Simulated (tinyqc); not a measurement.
# Inputs raised by 2 %, one at a time

Model: growth of a silicide layer between metal and silicon: linear-parabolic kinetics, ramp anneals and Kissinger analysis. Computed by tinyqc, a small Python program. Command: `OMP_NUM_THREADS=1 python tinyqc.py 3008964 3008965 out.jsonl silicide sens`. One thread of a shared host (Intel(R) Xeon(R) Processor @ 2.30GHz), about 0.09 s of CPU time with the checks.

One compound layer of thickness x grows by diffusion through itself and reaction at an interface, dx/dt = 1/(2x/K + 1/v), until the metal is used up at x = a h.

Inputs (values chosen for the exercise, modelled on CoSi2):

| quantity | value | unit |
|---|---|---|
| metal thickness h | 66 | nm |
| silicide formed per metal thickness a | 3.52 | - |
| prefactor of the parabolic constant K | 1.1e+15 | nm^2/s |
| activation energy E of K | 2.39 | eV |
| prefactor of the interface velocity v | 4.5e+14 | nm/s |
| activation energy E_v | 2.63 | eV |
| temperature T | 560 | C |
| time t | 53 | s |

Constants: k_B = 8.617333262e-05 eV/K.

Method:
- The silicide ends at the thickness a h.
- K = K0 exp(-E/(k_B T)), v = v0 exp(-E_v/(k_B T)).
- Temperatures in kelvin are T(C) + 273.15.
- x^2/K + x/v = t, so x = (K/(2v)) [sqrt(1 + 4 v^2 t/K) - 1], capped at a h; completion time t_c = (a h)^2/K + a h/v, a h being the final thickness; crossover thickness K/v.

Runs:

| input moved | from | to | completion time (s) | thickness at time t (nm) | crossover thickness (nm) |
|---|---|---|---|---|---|
| base run | - | - | 18249 | 2.8253 | 69.18 |
| metal thickness h (nm) | 66 | 67.32 | 18901 | 2.8253 | 69.18 |
| prefactor of the parabolic constant K (nm^2/s) | 1.1e+15 | 1.122e+15 | 17973 | 2.8274 | 70.56 |
| activation energy E of K (eV) | 2.39 | 2.4378 | 31552 | 2.7309 | 35.55 |
| prefactor of the interface velocity v (nm/s) | 4.5e+14 | 4.59e+14 | 18167 | 2.8774 | 67.82 |
| activation energy E_v (eV) | 2.63 | 2.6826 | 22773 | 1.3998 | 143.93 |
| time t (s) | 53 | 54.06 | 18249 | 2.8796 | 69.18 |

Exponents ln(y'/y) / ln(x'/x):

| input | completion time | thickness at time t | crossover thickness |
|---|---|---|---|
| metal thickness h | 1.772 | 0.000 | 0.000 |
| prefactor of the parabolic constant K | -0.769 | 0.037 | 1.000 |
| activation energy E of K | 27.649 | -1.716 | -33.621 |
| prefactor of the interface velocity v | -0.228 | 0.923 | -1.000 |
| activation energy E_v | 11.185 | -35.464 | 36.997 |
| time t | 0.000 | 0.962 | 0.000 |

To which inputs is each result most sensitive?

Among the inputs moved here: completion time answers most in size to activation energy E of K (exponent +27.649), next to activation energy E_v (+11.185); its exponent is below 0.0005 for time t. Thickness at time t answers most in size to activation energy E_v (exponent -35.464), next to activation energy E of K (-1.716); its exponent is below 0.0005 for metal thickness h. Its exponent +0.962 in time t: interface control. Crossover thickness answers most in size to activation energy E_v (exponent +36.997), next to activation energy E of K (-33.621); its exponent is below 0.0005 for metal thickness h, time t.

Caution (all rows): a disilicide really forms through metal-rich phases and by nucleation, not as one layer from the metal.

Extremes, crossings and ranges named in words are read from the listed rows.
